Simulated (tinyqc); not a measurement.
Pillar capacitor in an array: capacitance, non-linearity, leakage and relaxation: one step of the calculation.

A film between two metal electrodes, each interface adding a series capacitance ci. The small-signal permittivity is ek (1 + aq E^2); the field is found with the linear permittivity. Leakage J = J0 sinh(E/Ef). After a voltage step the film passes a relaxation current kr C V tt^(-nr), tt being the time in seconds. The sidewall is a coaxial capacitor with radii a = dm/2 and b = dm/2 + t, depth AR dm; the end face is left out.

Problem. Cell capacitance, fields and time constant. Per length 1/c = ln(b/a)/(2 pi eps0 ek) + (1/a + 1/b)/(2 pi ci); cell capacitance c AR dm; per footprint over pt^2; fields c V/(2 pi eps0 ek r) at r = a and b; resistance of the inner electrode rho AR dm/(pi a^2); time constant R C/3 of the distributed line.

Inputs (values chosen for the exercise); permittivity of the order of that of tantalum oxide: relative permittivity of the film ek = 22.9; film thickness t = 25 nm; capacitance of each electrode interface (dead layer and screening) ci = 280 uF/cm^2; bias V = 0.7 V; diameter of the pillar dm = 210 nm; aspect ratio, depth over diameter AR = 50; pitch of the square array pt = 410 nm; resistivity of the inner electrode rho = 320 uohm cm.

Constants: eps0 = 8.8541878128e-14 F/cm where lengths are in cm. Results are converted to the units shown.

Wanted: a; b; cell capacitance; capacitance per footprint; field at a; field at b; R; R C/3.

Solution.

a = 105.00 nm
b = 130.00 nm
cell capacitance = 62.270 fF
capacitance per footprint = 37.043 uF/cm^2
field at a = 0.31034 MV/cm
field at b = 0.25066 MV/cm
R = 0.97009 kohm
R C/3 = 20.136 ps

The array gives 45.9 times the planar capacitance per footprint; curvature makes the field at the inner electrode 1.11 times the planar value.

Computed by the program tinyqc: `OMP_NUM_THREADS=1 python tinyqc.py 2102038 2102039 out.jsonl`, one thread of a shared Intel Xeon 2.30GHz, about 0.01 s for the whole run.
